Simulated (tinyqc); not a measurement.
# Frequency dispersion of an accumulation capacitance by border traps, distributed model: effects of single changes

Traps spread evenly through the insulator exchange electrons with the semiconductor by tunnelling, with tau(x) = t0 exp(2 ka x) at depth x from the interface. The admittance per area Y seen at depth x obeys dY/dx = -Y^2/(i w eps0 eox) + q Nb ln(1 + i w tau)/tau, with Y(0) = i w Cs and w = 2 pi f; the gate sees Y(tox) = G + i w C. Working variable y = Y/(i w), in uF/cm^2. Cox = eps0 eox/tox.

Inputs (values chosen for the exercise); permittivity close to that of silicon dioxide:
```
symbol,value,unit,meaning
eox,4.01,,relative permittivity of the insulator
tox,5.6,nm,insulator thickness
Cs,0.54,uF/cm^2,semiconductor capacitance in accumulation
Nb,3.1e19,cm^-3 eV^-1,density of border traps
ka,5.7,1/nm,decay constant of the wave function in the insulator
t0,5e-11,s,time constant of a trap at the interface
f,10000,Hz,frequency
```

Constants: q = 1.602176634e-19 C, eps0 = 8.8541878128e-14 F/cm where lengths are in cm. Results are converted to the units shown.

Each table varies one quantity; the others keep the values above.

## Capacitance and loss against frequency

Cox; trap-free value 1/(1/Cox + 1/Cs); response depth d = ln(1/(w t0))/(2 ka), where w tau = 1; lumped estimate: all traps within d act as C_bt = q Nb d placed at d/2, so C = 1/{1/[1/(1/Cs + d/(2 eps0 eox)) + C_bt] + (tox - d/2)/(eps0 eox)}. C and G from a fine integration; dispersion -d C/d log10 f over C, from f times and over 1.1. For a broad spread of time constants G/w is close to -(pi/2) dC/d ln w.

The same in every row: trap-free C (uF/cm^2) = 0.2916.

Capacitance and loss against frequency:
```
f (Hz)  d (nm)  C (uF/cm^2)  G/w (uF/cm^2)  dispersion (% a decade)  -(pi/2) dC/d ln w (uF/cm^2)  lumped C (uF/cm^2)
10       1.717       0.4993        0.01498                    4.392                      0.01496              0.4792
100      1.515       0.4775        0.01473                    4.514                      0.01470              0.4603
1000     1.313       0.4561        0.01461                    4.688                      0.01459              0.4411
10000    1.111       0.4347        0.01465                    4.930                      0.01462              0.4214
1e5     0.9095       0.4131        0.01485                    5.258                      0.01482              0.4009
1e6     0.7075       0.3912        0.01525                    5.702                      0.01522              0.3795
1e7     0.5055       0.3684        0.01588                    6.307                      0.01585              0.3568
```

Read the table: what changes, and by how much?

C falls from 0.4993 to 0.3684 uF/cm^2, towards the trap-free 0.2916; each decade of frequency removes ln 10/(2 ka) = 0.202 nm from the response depth. The dispersion rises from 4.39 to 6.31 % a decade and G/w goes from 0.0150 through a minimum of 0.0146 (at f = 1000 Hz among the rows listed) to 0.0159 uF/cm^2. G/w stays at 1.00 times -(pi/2) dC/d ln w, the relation for a broad spread of time constants.

## Effect of the density of border traps

Same model as above.

The same in every row: d (nm) = 1.111; trap-free C (uF/cm^2) = 0.2916.

Result of one run:
```
Nb (cm^-3 eV^-1)  C (uF/cm^2)  G/w (uF/cm^2)  dispersion (% a decade)  -(pi/2) dC/d ln w (uF/cm^2)  lumped C (uF/cm^2)
2e20                   0.6355        0.02089                    4.791                      0.02077              0.5999
```

What becomes of these results when the density of border traps Nb is changed from 2e20 to 3e19 cm^-3 eV^-1, all else the same?

Result of the changed run:
```
Nb (cm^-3 eV^-1)  C (uF/cm^2)  G/w (uF/cm^2)  dispersion (% a decade)  -(pi/2) dC/d ln w (uF/cm^2)  lumped C (uF/cm^2)
3e19                   0.4315        0.01442                    4.889                      0.01439              0.4185
```

The whole series:
```
Nb (cm^-3 eV^-1)  C (uF/cm^2)  G/w (uF/cm^2)  dispersion (% a decade)  -(pi/2) dC/d ln w (uF/cm^2)  lumped C (uF/cm^2)
1e18                   0.2982       8.777e-4                   0.4313                     8.775e-4              0.2976
2e18                   0.3046       0.001712                   0.8234                     0.001711              0.3035
6e18                   0.3286       0.004659                    2.078                     0.004658              0.3253
1e19                   0.3501       0.007087                    2.966                     0.007084              0.3448
3e19                   0.4315        0.01442                    4.889                      0.01439              0.4185
7e19                   0.5239        0.01929                    5.378                      0.01922              0.5015
2e20                   0.6355        0.02089                    4.791                      0.02077              0.5999
4e20                   0.6892        0.02077                    4.393                      0.02066              0.6444
```

As Nb goes from 1e18 to 4e20, C rises from 0.298 to 0.689 uF/cm^2, the dispersion goes from 0.431 through a maximum of 5.38 (at Nb = 7e19 among the rows listed) to 4.39 % a decade and G/w goes from 8.78e-4 through a maximum of 0.0209 (at Nb = 2e20 among the rows listed) to 0.0208 uF/cm^2. The lumped estimate is 0.20 % below C in the first row and 6.5 % below it in the last. The dispersion goes as Nb^(0.93) between the first two rows and Nb^(-0.13) between the last two: dense traps near the interface screen those behind them.

Numbers from tinyqc (`OMP_NUM_THREADS=1 python tinyqc.py 2202108 2202109 out.jsonl`; about 0.4 s on one thread of a shared Intel Xeon 2.30GHz).
